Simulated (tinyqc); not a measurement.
Front-illuminated p-i-n photodiode, quantum efficiency and bandwidth: two steps of the calculation.

Light enters through a p layer (0 to xp), a depleted layer (xp to xp + wi) and a thick n substrate, decaying as exp(-al x); one pass, no back reflection. Carriers made in the depleted layer are all collected; those in the neutral layers diffuse.

Inputs (values chosen for the exercise); values close to those of In0.53Ga0.47As at this wavelength:
- lam = 1550 nm (wavelength)
- al = 7280 1/cm (absorption coefficient)
- Rf = 0.05 (reflectance of the front face)
- eps_r = 13.6 (relative permittivity)
- xp = 0.076 um (thickness of the front p layer)
- wi = 1.3 um (thickness of the depleted layer)
- Dn = 84 cm^2/s (electron diffusion coefficient in the p layer)
- Ln = 11 um (electron diffusion length in the p layer)
- S = 1e5 cm/s (recombination velocity of the front surface)
- Lp = 1.8 um (hole diffusion length in the thick n substrate)
- ve = 6.95e6 cm/s (electron drift velocity)
- vh = 4.99e6 cm/s (hole drift velocity)
- dia = 200 um (diameter)
- RL = 50 ohm (load resistance)
- Cp = 60 fF (parasitic capacitance)
- f = 18 GHz (modulation frequency)

Constants: q = 1.602176634e-19 C, h = 6.62607015e-34 J s, c = 299792458 m/s, eps0 = 8.8541878128e-14 F/cm where lengths are in cm. Results are converted to the units shown.

Question 1. Quantum efficiency. k = al Ln, s = S Ln/Dn, e = exp(-al xp); front layer f1 = (k/(k^2 - 1)) {[s + k - e (s cosh(xp/Ln) + sinh(xp/Ln))]/[s sinh(xp/Ln) + cosh(xp/Ln)] - k e}; depleted layer f2 = e (1 - exp(-al wi)); substrate f3 = e exp(-al wi) al Lp/(1 + al Lp); external efficiency (1 - Rf)(f1 + f2 + f3); responsivity = efficiency q lam/(h c).

Wanted: s; f1; f2; f3; external efficiency; responsivity.

Answer 1.

s = 1.3095
f1 = 0.053581
f2 = 0.57893
f3 = 0.20829
external efficiency = 0.79876
responsivity = 0.99858 A/W

The front layer absorbs 5.38 % of the light that enters and collects 99.5 % of that. Diffusion from the neutral layers makes up 31.1 % of the current.

Question 2. Response at one frequency. Drift response for pairs made in the depleted layer, a = al wi, g = 1 - exp(-a), u = 2 pi i f, te = wi/ve, th = wi/vh: electrons He = [g - a (exp(-a) - exp(-u te))/(u te - a)]/(u te g), holes Hh = [g - a (1 - exp(-a - u th))/(a + u th)]/(u th g); C = eps0 eps_r pi (dia/2)^2/wi + Cp; total |He + Hh|/sqrt(1 + (2 pi f RL C)^2), for the current of the depleted layer alone.

Find: te; th; He; Hh; |He + Hh|; C; total response.

Answer 2.

te = 18.71 ps
th = 26.05 ps
He = 0.3712-0.3432i
Hh = 0.2191-0.2556i
|He + Hh| = 0.8408
C = 2970 fF
total response = 0.04997

The drift response alone falls to 1/sqrt(2) at 25.4 GHz and the RC term alone at 1.07 GHz; together they give 1.07 GHz.

Computed by the program tinyqc: `OMP_NUM_THREADS=1 python tinyqc.py 2250004 2250005 out.jsonl`, one thread of a shared Intel Xeon 2.30GHz, about 0.01 s for the whole run.
